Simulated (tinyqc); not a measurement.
UHF in the sto-3g basis, for H3, spin multiplicity 2, step by step. One step of it, computed by the program tinyqc.

Problem. Iteration 2: building the Fock matrix. J_ij = sum D_kl (ij|kl) with D = D(alpha) + D(beta), K_ij = sum D_kl (ik|jl) for each spin; F = H + J - K(s); E = tr D H + tr D J / 2 - 0.5 sum_s tr D(s) K(s) + E_nn.

D(alpha) after iteration 1:
```
,1H 1s,2H 1s,3H 1s
1H 1s,0.719758,-0.013644,0.289842
2H 1s,-0.013644,0.871648,-0.365285
3H 1s,0.289842,-0.365285,0.265273
```

D(beta) after iteration 1:
```
,1H 1s,2H 1s,3H 1s
1H 1s,0.076827,0.227748,0.068601
2H 1s,0.227748,0.675139,0.203363
3H 1s,0.068601,0.203363,0.061256
```

core Hamiltonian H = T + V (hartree):
```
,1H 1s,2H 1s,3H 1s
1H 1s,-1.218393,-0.455412,-0.455412
2H 1s,-0.455412,-1.031614,-0.049349
3H 1s,-0.455412,-0.049349,-1.031614
```

Two-electron integrals (ij|kl) in chemists' order, unique and non-zero (hartree):
```
i,j,k,l,(ij|kl)
1,1,1,1,0.774606
2,1,1,1,0.163468
2,1,2,1,0.050920
2,2,1,1,0.367791
2,2,2,1,0.163468
2,2,2,2,0.774606
3,1,1,1,0.163468
3,1,2,1,0.032799
3,1,2,2,0.075949
3,1,3,1,0.050920
3,2,1,1,0.015249
3,2,2,1,0.003853
3,2,2,2,0.010506
3,2,3,1,0.003853
3,2,3,2,0.000360
3,3,1,1,0.367791
3,3,2,1,0.075949
3,3,2,2,0.189101
3,3,3,1,0.163468
3,3,3,2,0.010506
3,3,3,3,0.774606
```

nuclear repulsion = 0.94563476 hartree

Give: Coulomb J; exchange K(alpha); exchange K(beta); F(alpha); F(beta); total energy of this density.

Solution.

Coulomb J (hartree):
```
,1H 1s,2H 1s,3H 1s
1H 1s,1.4883,0.4519,0.3504
2H 1s,0.4519,1.6739,0.0361
3H 1s,0.3504,0.0361,0.9847
```

exchange K(alpha) (hartree):
```
,1H 1s,2H 1s,3H 1s
1H 1s,0.6818,0.2402,0.2559
2H 1s,0.2402,0.7020,-0.0116
3H 1s,0.2559,-0.0116,0.3294
```

exchange K(beta) (hartree):
```
,1H 1s,2H 1s,3H 1s
1H 1s,0.2072,0.2380,0.0811
2H 1s,0.2380,0.6062,0.0724
3H 1s,0.0811,0.0724,0.0801
```

F(alpha) (hartree):
```
,1H 1s,2H 1s,3H 1s
1H 1s,-0.4119,-0.2437,-0.3610
2H 1s,-0.2437,-0.0597,-0.0016
3H 1s,-0.3610,-0.0016,-0.3763
```

F(beta) (hartree):
```
,1H 1s,2H 1s,3H 1s
1H 1s,0.0626,-0.2415,-0.1861
2H 1s,-0.2415,0.0361,-0.0857
3H 1s,-0.1861,-0.0857,-0.1270
```

total energy of this density = -1.158021 hartree
